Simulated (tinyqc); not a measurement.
Full law against its linear and parabolic limits: Deal-Grove kinetics of thermal oxidation of silicon. Computed by tinyqc, a small Python program. Command: `OMP_NUM_THREADS=1 python tinyqc.py 3006256 3006257 out.jsonl oxide walk`. One thread of a shared host (Intel(R) Xeon(R) Processor @ 2.30GHz), about 0.02 s of CPU time with the checks.

Oxidant diffuses through the oxide and reacts at the interface, so that dx/dt = B/(A + 2x) for the oxide thickness x.

Inputs (values chosen for the exercise, close to those used for silicon):
```
quantity                       value    unit
prefactor B0                     862  um^2/h
activation energy E_B           1.22      eV
prefactor (B/A)0            6.93e+06    um/h
activation energy E_A           2.01      eV
temperature T                   1050       C
oxidant pressure p                 1     atm
pressure exponent m of B/A      0.71       -
initial oxide x_i              0.025      um
time t                          0.11       h
```

Ambient: dry oxygen. Surface: (111).

Constants: k_B = 8.617333262e-05 eV/K.

Method:
- B = B0 p exp(-E_B/(k_B T)), B/A = (B/A)0 p^m exp(-E_A/(k_B T)), p in atm; A = B/(B/A).
- Temperatures in kelvin are T(C) + 273.15.
- tau = (x_i^2 + A x_i)/B and x = (A/2) [sqrt(1 + 4 B (t + tau)/A^2) - 1], the root of x^2 + A x = B (t + tau).
- Silicon consumed is 0.44 times the oxide grown; the rate is B/(A + 2x).
- Linear limit x = (B/A)(t + tau); parabolic limit x = sqrt(B (t + tau)).

tau = 0.195515 h

length A = 0.127006 um

parabolic constant B = 0.0194366 um^2/h

linear constant B/A = 0.153037 um/h

Thickness (um):
```
t (h)     full  linear limit  parabolic limit    2x/A
0.05   0.03033        0.0376          0.06908   0.478
0.1    0.03537        0.0452          0.07579   0.557
0.25   0.04916        0.0682          0.09306   0.774
0.5    0.06898        0.1064          0.11627   1.086
1      0.10163        0.1830          0.15244   1.600
2      0.15261        0.3360          0.20658   2.403
4      0.22904        0.6421          0.28556   3.607
8      0.34063        1.2542          0.39911   5.364
16     0.50114        2.4785          0.56106   7.892
32     0.73010        4.9271          0.79106  11.497
```

What does the comparison show, and why?

Both limits lie above the full result, since each drops one resistance. The linear law overshoots by 24 % in the first row and 570 % in the last, the parabolic law by 130 % and 8.3 %. The better limit switches between 0.5 and 1 h; both give the same value where B (t + tau) = A^2, at 2x/A = sqrt5 - 1 = 1.24.

Extremes, crossings and ranges named in words are read from the listed rows.
